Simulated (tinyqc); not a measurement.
Nanowire ballistic transistor, top-of-the-barrier model: two steps of the calculation.

At the top of the source barrier, states moving towards the drain are filled by the source (Fermi level 0) and states moving back by the drain (Fermi level -q Vd); nothing scatters. U is the shift of the band edge there, set by the capacitances CG, CD and CS (the total) and by the charge. Parabolic one-dimensional subband; the source is grounded.

Parameters, values chosen for the exercise; mass and valleys close to those of silicon (two valleys):
```
symbol,value,unit,meaning
T,150,K,temperature
m,0.188,m0,effective mass
gv,2,,valley degeneracy
eox,22,,relative permittivity of the gate insulator
tox,1.7,nm,insulator thickness
d,5,nm,wire diameter
aG,0.78,,gate control CG/CS
aD,0.012,,drain control CD/CS
E0,0.34,eV,band edge at the barrier top above the source Fermi level at zero bias
Vg,0.4,V,gate voltage
Vd,0.1,V,drain voltage
```

Constants: q = 1.602176634e-19 C, kB = 1.380649e-23 J/K, hbar = 1.054571817e-34 J s, h = 6.62607015e-34 J s, m0 = 9.1093837015e-31 kg, Vt = kB T/q, eps0 = 8.8541878128e-14 F/cm where lengths are in cm. Results are converted to the units shown.

Question 1. Density of states, capacitances and charge at zero bias. N0 = gv sqrt(2 m kB T/pi)/hbar, CG = 2 pi eps0 eox/ln(1 + 2 tox/d), CS = CG/aG, n0 = n at U = 0 and Vd = 0. eta1 = -(E0 + U)/Vt, eta2 = eta1 - Vd/Vt, n = (N0/2)[F_(-1/2)(eta1) + F_(-1/2)(eta2)], F_(-1/2)(x) = (1/sqrt(pi)) int_0^infinity u^(-1/2)/(1 + exp(u - x)) du. UL = -(aG Vg + aD Vd).

Find: N0; CG; CS; n0; UL.

Answer 1.

N0 = 2.850e6 cm^-1
CG = 23.59 pF/cm
CS = 30.25 pF/cm
n0 = 1.075e-5 cm^-1
UL = -0.3132 eV

Question 2. Current, mean velocity and share of the gate voltage. I = gv (2 q^2/h) Vt [ln(1 + exp eta1) - ln(1 + exp eta2)]. Mean velocity I/(q n). CQ = (q/Vt) dn/d(eta1); the band edge follows the gate as -dU/dVg = aG/(1 + CQ/CS).

converged U = -0.31237675 eV

Give: eta1; n; I; mean velocity; CQ; -dU/dVg.

Answer 2.

eta1 = -2.1370
n = 1.5541e5 cm^-1
I = 0.22333 uA
mean velocity = 8.9691e6 cm/s
CQ = 1.7814 pF/cm
-dU/dVg = 0.73661 eV/V

The carriers from the source are non-degenerate (eta1 = -2.14), and the mean velocity is 1.02 times vT = sqrt(2 kB T/(pi m)) = 8.77e6 cm/s.

Numbers from tinyqc (`OMP_NUM_THREADS=1 python tinyqc.py 2400008 2400009 out.jsonl`; about 0.03 s on one thread of a shared Intel Xeon 2.30GHz).
